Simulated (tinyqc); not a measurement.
Worked calculation: atomic layer deposition: Langmuir saturation, growth per cycle and coating of deep features. Computed by tinyqc, a small Python program that keeps every step. Command: `OMP_NUM_THREADS=1 python tinyqc.py 3029414 3029415 out.jsonl ald walk`. One thread of a shared host (Intel(R) Xeon(R) Processor @ 2.30GHz), about 0.01 s of CPU time with the checks. Intermediate numbers are printed to about 7 digits and carried at full precision; extremes and crossings named in words are read from the listed rows.

Precursor A sticks only on free sites, so a long enough pulse saturates; co-reactant B then frees the sites again.

Inputs (values chosen for the exercise, modelled on silicon dioxide from an aminosilane and ozone): precursor mass M = 174 u; site density q = 2.7 1/nm^2; growth per cycle at saturation G = 1.2 angstrom; sticking probability beta on free sites = 0.00048; precursor pressure p = 0.79 Pa; temperature T = 200 C; pulse time t = 0.85 s; co-reactant completion per pulse c_B = 0.999; desorption energy E_d = 1.39 eV; purge time t_p = 3.8 s; aspect ratio a = 11.

Feature: long trench.

Constants: u = 1.6605390666e-27 kg; k_B = 1.380649e-23 J/K; k_B = 8.617333262e-05 eV/K.

## Flux and saturation time

Wall flux F = p/sqrt(2 pi M k_B T); rate of filling k_a = beta F/q; desorption k_d = 1e13 exp(-E_d/(k_B T)) per second. 1/m^2 = 1e-18/nm^2. Temperatures in kelvin are T(C) + 273.15.

flux F = 7254.324 1/(nm^2 s)

k_a = 1.289658 1/s

k_d = 0.01564420 1/s

time to 99 % without desorption, ln(100)/k_a = 3.570847 s

## The first four cycles

One cycle from coverage th0: pulse A gives th1 = th_s + (th0 - th_s) exp(-(k_a + k_d) t), th_s = k_a/(k_a + k_d); the purge leaves th2 = th1 exp(-k_d t_p); pulse B converts c_B th2 into film and leaves th3 = (1 - c_B) th2. Growth = G c_B th2. Start from th0 = 0.

Cycles:
```
cycle           th0        th1        th2           th3  growth (angstrom)
1                 0  0.6622450  0.6240232  6.240232e-04          0.7480790
2      6.240232e-04  0.6624507  0.6242171  6.242171e-04          0.7483115
3      6.242171e-04  0.6624508  0.6242172  6.242172e-04          0.7483115
4      6.242172e-04  0.6624508  0.6242172  6.242172e-04          0.7483115
```

## Steady growth per cycle

The periodic state has th0 = th3: th0 = (1 - c_B) e_p th_s (1 - e_a)/(1 - (1 - c_B) e_p e_a), with e_a = exp(-(k_a + k_d) t), e_p = exp(-k_d t_p). Share of impinging molecules used = q (th1 - th0)/(F t).

coverage after pulse A = 0.6624508

growth per cycle = 0.7483115 angstrom

share of impinging molecules used = 2.897958e-04

The pulse is 1.10 filling times long: not fully saturated, so thickness still depends somewhat on the local dose. Desorption in the purge removes 5.8 % of the layer: the temperature window closes from above.

## Exposure for a deep feature

Diffusion-limited filling (Gordon) of a long trench of width w, hydraulic diameter 2w, so that a is replaced by a/2 in the hole formula: t = (q/F)(1 + 19a/8 + 3a^2/8). Reaction-limited filling needs ln(100)/k_a at any depth, k_a = beta F/q. Flow is molecular. The front picture holds when the modulus (a/2) sqrt(beta) is well above 1. Depth reached by the given pulse: solve the same formula for a. Exposure = p x diffusion-limited time; 1 langmuir = 1.33322e-4 Pa s.

diffusion-limited time = 0.02698391 s

exposure = 159.8932 langmuir

modulus = 0.1204990

aspect ratio reached by the front in time t = 74.91925

Diffusion needs 0.0270 s and reaction 3.57 s: the surface reaction limits, and the walls fill evenly. Caution: the modulus is not well above 1 or the Gordon time is under three times ln(100)/k_a, so there is no sharp front: the Gordon time is only a lower bound and the reaction time must be met as well. Caution: the pulse is shorter than ln(100)/k_a, so even the open surface is not saturated and the depth reached has no meaning. Caution: the depth reached is formal here: it is under 4/sqrt(beta), so no sharp front has formed.

## Coverage along the feature as the dose grows

Continuum model with steady gas transport: d2n/dz2 = 3 beta (1 - th) n/d_h^2 (d_h the hydraulic diameter, n = 1 at the mouth, no flux at the floor, 60 cells), d th/dt = beta F n (1 - th)/q; no desorption. Times are multiples of the larger of the Gordon time and ln(100)/k_a.

Coverage:
```
multiple     t (s)  top cell  quarter depth  half depth  three quarters  floor cell
0.05      0.178542     0.206          0.204       0.203           0.202       0.202
0.10      0.357085     0.369          0.367       0.365           0.364       0.364
0.20      0.714169     0.602          0.600       0.598           0.597       0.597
0.40      1.428339     0.841          0.840       0.839           0.839       0.839
0.60      2.142508     0.937          0.936       0.936           0.936       0.936
0.80      2.856678     0.975          0.975       0.974           0.974       0.974
1.00      3.570847     0.990          0.990       0.990           0.990       0.990
1.30      4.642102     0.997          0.997       0.997           0.997       0.997
```

At a multiple of 0.2 the coverage is 0.60 at the top and 0.60 at the floor. All depths fill nearly together, since molecules bounce many times before they stick. In the last row the floor reaches 0.997.

Checks made by the program: periodic state against 400 explicit cycles (relative difference below 1e-10).
